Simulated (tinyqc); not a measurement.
# Hexagonal on-chip spiral inductor, lumped pi model: effects of single changes

Outer diameter do = di + 2 n wd + 2 (n - 1) sp, mean da = (do + di)/2, fill p = (do - di)/(do + di), length l = 3.464 n da. L = 2.33 mu0 n^2 da/(1 + 3.82 p), mu0 = 4 pi 1e-7 H/m. Rs = rho l/(wd delta (1 - exp(-th/delta))), delta = sqrt(rho/(pi f mu0)). Cs = n wd^2 eps0 eo/hu across the coil. At each end Cox = l wd eps0 eo/(2 ho) leads to the substrate branch Rsi = 2 rs he/(l wd) in parallel with Csi = l wd eps0 11.7/(2 he). With one end grounded Y = 1/(Rs + i w L) + i w Cs + 1/[1/(i w Cox) + 1/(1/Rsi + i w Csi)], w = 2 pi f; Q = -Im Y/Re Y. Eddy currents in neighbouring turns and in the substrate are left out.

Parameters, values chosen for the exercise; values of the order met in silicon radio-frequency processes: number of turns n = 2.5; line width wd = 6 um; space between turns sp = 3 um; inner diameter di = 100 um; metal thickness th = 0.9 um; metal resistivity rho = 2.2 uohm cm; oxide below the coil ho = 8.7 um; oxide between coil and underpass hu = 1.2 um; relative permittivity of the oxide eo = 4.1; substrate resistivity rs = 1000 ohm cm; effective spreading depth in the substrate he = 50 um; frequency f = 0.88 GHz.

Constants: eps0 = 8.8541878128e-12 F/m. Results are converted to the units shown.

Each table varies one quantity; the others keep the values above.

## Quality factor against frequency

Apparent inductance Im(1/Y)/w; share of the loss Re(substrate branch)/Re Y.

Results:
```
f (GHz),Rs (ohm),w L/Rs,Q,apparent inductance (nH),loss in the substrate (%)
0.86,5.005,1.454,1.454,1.347,0.004307
1.4,5.238,2.262,2.260,1.348,0.008871
2.3,5.552,3.507,3.498,1.350,0.02045
3.8,5.975,5.383,5.350,1.354,0.04962
6.2,6.529,8.037,7.911,1.366,0.1186
16,8.218,16.48,14.81,1.489,0.6172
27,9.689,23.59,16.90,1.849,1.475
44,11.59,32.14,8.600,4.813,3.215
```

Estimate the missing row, f = 10 GHz.

Computed row:
```
f (GHz),Rs (ohm),w L/Rs,Q,apparent inductance (nH),loss in the substrate (%)
10,7.256,11.66,11.19,1.399,0.2750
```

With this row back in the table: Q goes from 1.45 through a maximum of 16.9 (at f = 27 GHz among the rows listed) to 8.60; the exact peak is 17.0 at 25.5 GHz and Q reaches zero at the self-resonance, 51.7 GHz. The share of the substrate rises from 0.00431 to 3.22 %, and the apparent inductance ends at 3.57 times L. At the peak the substrate takes 1.34 % of the loss. For f = 27, 44 the coil is longer than 0.15 of a wavelength in the oxide, where one lumped section is rough.

## Effect of the metal thickness

Same model as above.

Peak Q and its frequency from a search over f; self-resonance where Im Y = 0; Q at the given f (negative beyond resonance).

The same in every row: L (nH) = 1.347; do (um) = 139.0.

Effect of the metal thickness:
```
th (um),peak Q,f of the peak (GHz),self-resonance (GHz),Q at f
0.5,13.12,27.06,51.72,0.8895
0.9,16.96,25.50,51.73,1.485
1.5,19.07,24.04,51.73,2.217
2,19.65,23.39,51.73,2.707
3,19.94,22.89,51.73,3.439
4,19.98,22.78,51.73,3.930
6,19.99,22.76,51.73,4.483
9,19.99,22.76,51.73,4.800
```

As th goes from 0.5 to 9, L stays at 1.35 nH, the peak Q rises from 13.1 to 20.0, its frequency falls from 27.1 to 22.8 GHz and the self-resonance stays near 51.7 GHz. Once th exceeds a few skin depths Rs no longer falls.

Numbers from tinyqc (`OMP_NUM_THREADS=1 python tinyqc.py 2302181 2302182 out.jsonl`; about 0.01 s on one thread of a shared Intel Xeon 2.30GHz).
